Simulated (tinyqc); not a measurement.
Inside a calculation. Method: RHF in the 6-31g basis, for H2, spin multiplicity 1. One step of it, computed by the program tinyqc.

Problem. Iteration 2: building the Fock matrix. J_ij = sum D_kl (ij|kl), K_ij = sum D_kl (ik|jl); F = H + J - 0.5 K; E = tr D H + tr D J / 2 - 0.25 tr D K + E_nn.

D after iteration 1, lower triangle:
```
,1H 1s,1H 2s,2H 1s,2H 2s
1H 1s,0.217369
1H 2s,0.171661,0.135972
2H 1s,0.217369,0.171661,0.217369
2H 2s,0.171661,0.135972,0.171661,0.135972
```

core Hamiltonian H = T + V (hartree), lower triangle:
```
,1H 1s,1H 2s,2H 1s,2H 2s
1H 1s,-1.038728
1H 2s,-0.958527,-0.947952
2H 1s,-0.944616,-0.844606,-1.038728
2H 2s,-0.844606,-0.891169,-0.958527,-0.947952
```

Two-electron integrals (ij|kl) in chemists' order, unique and non-zero (hartree):
```
i,j,k,l,(ij|kl)
1,1,1,1,1.076566
2,1,1,1,0.578470
2,1,2,1,0.329423
2,2,1,1,0.587396
2,2,2,1,0.361304
2,2,2,2,0.453150
3,1,1,1,0.492717
3,1,2,1,0.277957
3,1,2,2,0.299363
3,1,3,1,0.278512
3,2,1,1,0.383869
3,2,2,1,0.230287
3,2,2,2,0.272559
3,2,3,1,0.235671
3,2,3,2,0.219080
3,3,1,1,0.717706
3,3,2,1,0.434337
3,3,2,2,0.514907
3,3,3,1,0.492717
3,3,3,2,0.467174
3,3,3,3,1.076566
4,1,1,1,0.467174
4,1,2,1,0.266760
4,1,2,2,0.293824
4,1,3,1,0.235671
4,1,3,2,0.198407
4,1,3,3,0.383869
4,1,4,1,0.219080
4,2,1,1,0.501412
4,2,2,1,0.309738
4,2,2,2,0.392218
4,2,3,1,0.273393
4,2,3,2,0.257372
4,2,3,3,0.501412
4,2,4,1,0.257372
4,2,4,2,0.353675
4,3,1,1,0.434337
4,3,2,1,0.264571
4,3,2,2,0.321762
4,3,3,1,0.277957
4,3,3,2,0.266760
4,3,3,3,0.578470
4,3,4,1,0.230287
4,3,4,2,0.309738
4,3,4,3,0.329423
4,4,1,1,0.514907
4,4,2,1,0.321762
4,4,2,2,0.418340
4,4,3,1,0.299363
4,4,3,2,0.293824
4,4,3,3,0.587396
4,4,4,1,0.272559
4,4,4,2,0.392218
4,4,4,3,0.361304
4,4,4,4,0.453150
```

nuclear repulsion = 0.80667258 hartree

Give: Coulomb J; exchange K; Fock matrix F; total energy of this density.

Solution.

Coulomb J (hartree), lower triangle:
```
,1H 1s,1H 2s,2H 1s,2H 2s
1H 1s,1.530
1H 2s,0.893,1.024
2H 1s,0.844,0.748,1.530
2H 2s,0.748,0.929,0.893,1.024
```

exchange K (hartree), lower triangle:
```
,1H 1s,1H 2s,2H 1s,2H 2s
1H 1s,1.191
1H 2s,0.948,0.848
2H 1s,1.014,0.907,1.191
2H 2s,0.907,0.834,0.948,0.848
```

Fock matrix F (hartree), lower triangle:
```
,1H 1s,1H 2s,2H 1s,2H 2s
1H 1s,-0.104
1H 2s,-0.540,-0.348
2H 1s,-0.608,-0.550,-0.104
2H 2s,-0.550,-0.379,-0.540,-0.348
```

total energy of this density = -1.12119 hartree

This density is a damped mixture and is not idempotent.
